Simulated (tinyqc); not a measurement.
Changing the source-to-wafer distance h: vacuum evaporation: vapour pressure, source flux, thickness distribution, purity and step coverage. Computed by tinyqc, a small Python program. Command: `OMP_NUM_THREADS=1 python tinyqc.py 3111133 3111134 out.jsonl evap sweep`. One thread of a shared host (Intel(R) Xeon(R) Processor @ 2.30GHz), about 0.01 s of CPU time with the checks.

Molecular flow, unit sticking of the metal, no re-evaporation. The background gas is taken as water vapour (18.015 g/mol, collision diameter 0.37 nm) at 300 K.

Inputs (values chosen for the exercise, modelled on indium, with constants for the liquid):
```
quantity,value,unit
molar mass M,114.8,g/mol
film density rho,7.31,g/cm^3
vapour-pressure constant A,10.41,-
vapour-pressure constant B,12250,K
source temperature T,1230,K
source area,3.6,cm^2
directionality n,3,-
wafer radius R,15,cm
background pressure p,1e-07,Pa
sticking of background gas,0.6,-
```

Constants: u = 1.6605390666e-27 kg; k_B = 1.380649e-23 J/K; R = 8.314462618 J/(mol K).

Method:
- log10(p_v/Pa) = A - B/T; flux from the surface Phi = p_v/sqrt(2 pi m k_B T), m = M u.
- Mass loss = Phi x area x m; heat of evaporation = ln(10) R B; d ln Phi/dT = ln(10) B/T^2 - 1/(2 T).
- A small source emits (n + 1) Phi area cos^n(phi)/(2 pi) per solid angle; on a parallel plane at height h and lateral distance l the arrival rate is (n + 1) Phi area/(2 pi h^2) x (1 + (l/h)^2)^(-(n + 3)/2). Growth rate = arrival rate x m/rho, m = M u. The wafer is fixed and centred above the source.
- Mean free path lambda = k_B T_g/(sqrt2 pi d^2 p); unscattered share exp(-h/lambda); gas arrival p/sqrt(2 pi m_g k_B T_g); impurity ratio = sticking x gas arrival/metal arrival; monolayer time = 1e15 cm^-2/(sticking x gas arrival).

One run for each value:
```
source-to-wafer distance h (cm),non-uniformity (max - min)/(max + min) (%),growth rate at the centre (nm/s),"share of the material that lands on the wafer, 1 - (1 + (R/h)^2)^(-(n + 1)/2) (%)",impurity ratio
18,65.90,3.651,65.17,1.536e-05
24,45.79,2.054,48.29,2.731e-05
31,30.55,1.231,34.34,4.556e-05
41,18.62,0.704,22.22,7.970e-05
53,11.51,0.421,14.28,1.332e-04
70,6.72,0.241,8.59,2.323e-04
92,3.93,0.140,5.11,4.013e-04
120,2.33,0.082,3.05,6.827e-04
```

Over the rows, non-uniformity (max - min)/(max + min) (%) falls from 65.9 to 2.33 (exponent d ln y / d ln x -1.3 between the first rows and -2.0 between the last); growth rate at the centre (nm/s) falls from 3.65 to 0.0821 (exponent d ln y / d ln x about -2.0 throughout); share of the material that lands on the wafer, 1 - (1 + (R/h)^2)^(-(n + 1)/2) (%) falls from 65.2 to 3.05 (exponent d ln y / d ln x -1.0 between the first rows and -1.9 between the last). At the high end the exponent of non-uniformity (max - min)/(max + min) is -1.98, close to -2: the fall-off goes as (R/h)^2. The exponent of growth rate at the centre stays at -2: a point source. The exponent of impurity ratio stays at 2: the metal flux falls as 1/h^2. A longer throw buys uniformity with rate, material use and purity.
